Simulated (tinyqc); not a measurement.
# Minority carriers and saturation current of a heavily doped emitter: effect of temperature on the narrowing factor

n-type, parabolic bands, full ionisation. eta = (EF - Ec)/kB T solves N = Nc F12(eta), F12(x) = (2/sqrt(pi)) int_0^infinity sqrt(u)/(1 + exp(u - x)) du. The gap shrinks rigidly by dEg = E1 [ln(N/N0) + sqrt(ln^2(N/N0) + 0.5)], an empirical law that is here taken as the true narrowing.

Nc is given at 300 K and scales as T^1.5; dEg is held. The factor nie^2/ni^2 = exp(dEg/kB T) g, g = F12(eta) exp(-eta), divides the current gain of a transistor with this emitter.

Parameters, values chosen for the exercise; band and dielectric values close to those of silicon:
```
symbol   value   unit                                     meaning
Nc      2.8e19  cm^-3  conduction-band density of states at 300 K
N       1.6e20  cm^-3                       ionised donor density
E1         9.2    meV                 energy of the narrowing law
N0      1.9e17  cm^-3                density of the narrowing law
```

Constants: q = 1.602176634e-19 C, kB = 1.380649e-23 J/K, Vt = kB T/q. Results are converted to the units shown.

Effect of temperature on the narrowing factor:
```
T (K),eta,g,nie^2/ni^2,its logarithm
150,7.619,0.007937,118.9,4.779
200,5.647,0.03706,50.19,3.916
250,4.444,0.08826,28.26,3.341
300,3.625,0.1523,18.64,2.925
350,3.025,0.2201,13.56,2.607
400,2.562,0.2863,10.54,2.355
450,2.191,0.3479,8.577,2.149
```

Read the table: what changes, and by how much?

The factor falls from 119 to 8.58. Its slope against q/kB T is 44.6 meV between the first two rows and 63.8 meV between the last two, against dEg = 124 meV: degeneracy takes back part of the narrowing. The factor grows on cooling, so the current gain of such a transistor falls.

Range of the model: Band tails, non-parabolic bands and incomplete ionisation are left out.

tinyqc, about 0.01 s, one thread, Intel Xeon 2.30GHz (shared host): `OMP_NUM_THREADS=1 python tinyqc.py 2330010 2330011 out.jsonl`
